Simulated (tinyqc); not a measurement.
Length of a polyene: Hueckel, PPP and singles CI along the polyenes. Computed by the program tinyqc. Hueckel uses the same beta without repulsion; CIS keeps all single excitations and so misses the low, doubly excited 2Ag state. W is the valence ionisation energy of a centre, MN the Mataga-Nishimoto formula, f the oscillator strength.

All-trans chains of carbon centres 1.40 angstrom apart:

| parameter | value |
|---|---|
| beta (eV), times 1 +/- alternation | -2.650000 |
| alternation | 0 |
| W (eV) | 11.160000 |
| gamma_rr (eV) | 9.530000 |
| repulsion formula | Ohno |

Gaps and excitations (eV):

| centres | Hueckel gap | PPP orbital gap | bright singlet (CIS) | f | lowest triplet (CIS) |
|---|---|---|---|---|---|
| 2 | 5.300 | 12.291 | 6.570 | 0.563 | 4.030 |
| 4 | 3.276 | 9.411 | 4.985 | 1.104 | 2.619 |
| 6 | 2.359 | 7.926 | 4.073 | 1.600 | 1.937 |
| 8 | 1.841 | 7.014 | 3.476 | 2.055 | 1.556 |
| 10 | 1.509 | 6.397 | 3.053 | 2.467 | 1.318 |
| 12 | 1.278 | 5.954 | 2.738 | 2.841 | 1.159 |
| 14 | 1.108 | 5.622 | 2.495 | 3.182 | 1.048 |

What does the comparison show, and why?

The Hueckel gap tends to 4 x alternation x |beta| = 0.00 eV for long chains (zero without alternation, falling as 1/N). Exchange opens the PPP orbital gap, and the attraction of electron and hole brings the bright state 3.13 eV below it at 14 centres; the triplet lies 1.45 eV lower still.
